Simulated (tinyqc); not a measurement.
# MOS capacitor on a p-type substrate, surface potential from the exact charge relation: effects of single changes

Uniform p-type substrate, Boltzmann statistics, full ionisation, classical densities. psi is the surface potential against the body (positive when the bands bend down) and u = psi/Vt. Traps are spread evenly over the gap and neutral at flat band, so their charge is -q Dit psi; the minority quasi-Fermi level is shifted by Vb.

Inputs (values chosen for the exercise); band and dielectric values those of a made-up semiconductor:

| symbol | value | unit | meaning |
|---|---|---|---|
| T | 300 | K | temperature |
| Eg | 1.08 | eV | band gap |
| eps_r | 10.6 |  | relative permittivity |
| Nc | 2.94e19 | cm^-3 | conduction-band density of states at T |
| Nv | 2.08e19 | cm^-3 | valence-band density of states at T |
| chi | 3.76 | eV | electron affinity |
| N | 3.2e15 | cm^-3 | acceptor density of the substrate |
| eox | 3.9 |  | relative permittivity of the gate insulator (close to silicon dioxide) |
| tox | 3.5 | nm | insulator thickness |
| phiM | 3.98 | eV | gate work function |
| Nf | -1.6e10 | cm^-2 | fixed charge at the interface, in units of q |
| Dit | 0 | cm^-2 eV^-1 | density of interface traps |
| Vb | 0 | V | reverse bias of the inversion layer against the body |

Constants: q = 1.602176634e-19 C, kB = 1.380649e-23 J/K, Vt = kB T/q, eps0 = 8.8541878128e-14 F/cm where lengths are in cm. Results are converted to the units shown.

Each table varies one quantity; the others keep the values above.

## Capacitance-voltage curves

ni = sqrt(Nc Nv) exp(-Eg/(2 Vt)), Eg in volts; phiF = Vt ln(N/ni); Cox = eps0 eox/tox; Vfb = phiM - chi - (Eg - Vt ln(Nv/N)) - q Nf/Cox; Q0 = sqrt(2 eps0 eps_r q N Vt); r = (ni/N)^2 exp(-Vb/Vt); VT = Vfb + [(2 phiF + Vb)(1 + q Dit/Cox) + sqrt(2 eps0 eps_r q N (2 phiF + Vb))/Cox]. u = psi/Vt; F^2 = exp(-u) + u - 1 + r (exp(u) - u - 1); Qs = -sign(u) Q0 F; Cs = -dQs/dpsi = (Q0/Vt) |1 - exp(-u) + r (exp(u) - 1)|/(2 F). psi solves Vg = Vfb + psi + (q Dit psi - Qs)/Cox. Low frequency: 1/C_LF = 1/Cox + 1/(Cs + q Dit). High frequency, in the simple estimate in which traps and minority carriers do not follow: 1/C_HF = 1/Cox + 1/Cd, Cd being Cs with r = 0 at the same psi. Deep depletion: r = 0 and Dit = 0 both in the equation for psi and in Cs. Minority sheet density N_inv = (Q0/(2 q)) int_0^u r (exp(t) - 1)/F(t) dt for u > 0. N_inv under 1 cm^-2 is printed as 0. Regimes: accumulation when majority carriers gather, then depletion up to |psi| = phiF + Vb, weak inversion up to 2 phiF + Vb, strong inversion beyond.

Capacitance-voltage curves:

| Vg (V) | psi (V) | C_LF/Cox | C_HF/Cox | C_deep/Cox | N_inv (cm^-2) | regime |
|---|---|---|---|---|---|---|
| -1.47 | -0.2464 | 0.9199 | 0.9199 | 0.9199 | 0 | accumulation |
| -1.21 | -0.2205 | 0.8743 | 0.8743 | 0.8743 | 0 | accumulation |
| -0.94 | -0.1713 | 0.7295 | 0.7295 | 0.7295 | 0 | accumulation |
| -0.67 | -0.03364 | 0.1825 | 0.1825 | 0.1825 | 0 | accumulation |
| -0.4 | 0.2167 | 0.03473 | 0.03473 | 0.03473 | 1169 | depletion |
| -0.14 | 0.4695 | 0.02313 | 0.02306 | 0.02306 | 1.284e7 | weak inversion |
| 0.13 | 0.7169 | 0.3548 | 0.01856 | 0.01834 | 1.090e11 | strong inversion |
| 0.4 | 0.8115 | 0.8065 | 0.01743 | 0.01568 | 1.185e12 | strong inversion |
| 0.67 | 0.8492 | 0.8968 | 0.01703 | 0.01392 | 2.616e12 | strong inversion |
| 0.94 | 0.8719 | 0.9310 | 0.01681 | 0.01265 | 4.138e12 | strong inversion |
| 1.2 | 0.8874 | 0.9480 | 0.01666 | 0.01170 | 5.644e12 | strong inversion |

Read the table: what changes, and by how much?

C_LF/Cox is lowest, 0.0231, at Vg = -0.14 V (weak inversion) among the rows listed and is 0.948 in the last row, where C_HF/Cox is 0.0167 and the deep-depletion value 0.0117. Vfb = -0.630 V, where C_HF/Cox = 0.121 (Cox in series with eps0 eps_r/LD), and VT = 0.0114 V. Over the last two rows psi moves by only 0.060 V a volt of gate bias, since the inversion charge screens the body. In strong accumulation and inversion degeneracy and confinement, left out here, lower the capacitance.

## Effect of the insulator thickness on threshold and swing

ni = sqrt(Nc Nv) exp(-Eg/(2 Vt)), Eg in volts; phiF = Vt ln(N/ni); Cox = eps0 eox/tox; Vfb = phiM - chi - (Eg - Vt ln(Nv/N)) - q Nf/Cox; VT = Vfb + [(2 phiF + Vb)(1 + q Dit/Cox) + sqrt(2 eps0 eps_r q N (2 phiF + Vb))/Cox]. gamma = sqrt(2 eps0 eps_r q N)/Cox; Wm = sqrt(2 eps0 eps_r (2 phiF + Vb)/(q N)); m = 1 + (eps0 eps_r/Wm + q Dit)/Cox; swing m Vt ln 10; Cmin/Cox = 1/(1 + Cox Wm/(eps0 eps_r)).

The same in every row: 2 phiF (V) = 0.6171; Wm (nm) = 475.3.

Result of one run:

| tox (nm) | Vfb (V) | gamma (V^0.5) | VT (V) | m | swing (mV/decade) | Cmin/Cox |
|---|---|---|---|---|---|---|
| 2.9 | -0.6309 | 0.02605 | 0.006704 | 1.017 | 60.51 | 0.01631 |

What becomes of these results when the insulator thickness tox is changed from 2.9 to 1.9 nm, all else the same?

Result of the changed run:

| tox (nm) | Vfb (V) | gamma (V^0.5) | VT (V) | m | swing (mV/decade) | Cmin/Cox |
|---|---|---|---|---|---|---|
| 1.9 | -0.6316 | 0.01707 | -0.001096 | 1.011 | 60.17 | 0.01075 |

The whole series:

| tox (nm) | Vfb (V) | gamma (V^0.5) | VT (V) | m | swing (mV/decade) | Cmin/Cox |
|---|---|---|---|---|---|---|
| 0.88 | -0.6324 | 0.007906 | -0.009051 | 1.005 | 59.83 | 0.005007 |
| 1.3 | -0.6321 | 0.01168 | -0.005775 | 1.007 | 59.97 | 0.007379 |
| 1.9 | -0.6316 | 0.01707 | -0.001096 | 1.011 | 60.17 | 0.01075 |
| 2.9 | -0.6309 | 0.02605 | 0.006704 | 1.017 | 60.51 | 0.01631 |
| 4.3 | -0.6298 | 0.03863 | 0.01762 | 1.025 | 60.99 | 0.02400 |
| 6.3 | -0.6284 | 0.05660 | 0.03322 | 1.036 | 61.67 | 0.03477 |
| 9.4 | -0.6261 | 0.08445 | 0.05740 | 1.054 | 62.73 | 0.05101 |
| 14 | -0.6226 | 0.1258 | 0.09328 | 1.080 | 64.29 | 0.07412 |

As tox goes from 0.88 to 14, VT rises from -0.00905 to 0.0933 V, the swing rises from 59.8 to 64.3 mV/decade and Cmin/Cox rises from 0.00501 to 0.0741. Of the change of VT by 0.102 V, 0.00974 V comes from Vfb and 0.0926 V from the band bending and the charge it takes. m - 1 goes as tox^(1.00), that is as 1/Cox.

## Effect of the fixed charge at the interface on threshold and swing

Same model as above.

The same in every row: 2 phiF (V) = 0.6171; gamma (V^0.5) = 0.03144; Wm (nm) = 475.3; m = 1.020; swing (mV/decade) = 60.72; Cmin/Cox = 0.01962.

Effect of the fixed charge at the interface on threshold and swing:

| Nf (cm^-2) | Vfb (V) | VT (V) |
|---|---|---|
| -4e11 | -0.5681 | 0.07374 |
| -2e11 | -0.6006 | 0.04126 |
| 0 | -0.6330 | 0.008786 |
| 2e11 | -0.6655 | -0.02369 |
| 4e11 | -0.6980 | -0.05617 |
| 6e11 | -0.7305 | -0.08865 |
| 8e11 | -0.7629 | -0.1211 |

Read the table: what changes, and by how much?

As Nf goes from -4e11 to 8e11, VT falls from 0.0737 to -0.121 V, the swing stays at 60.7 mV/decade and Cmin/Cox stays at 0.0196. The whole change of VT is that of Vfb: the curve shifts rigidly.

Computed by the program tinyqc: `OMP_NUM_THREADS=1 python tinyqc.py 2060084 2060085 out.jsonl`, one thread of a shared Intel Xeon 2.30GHz, about 0.01 s for the whole run.
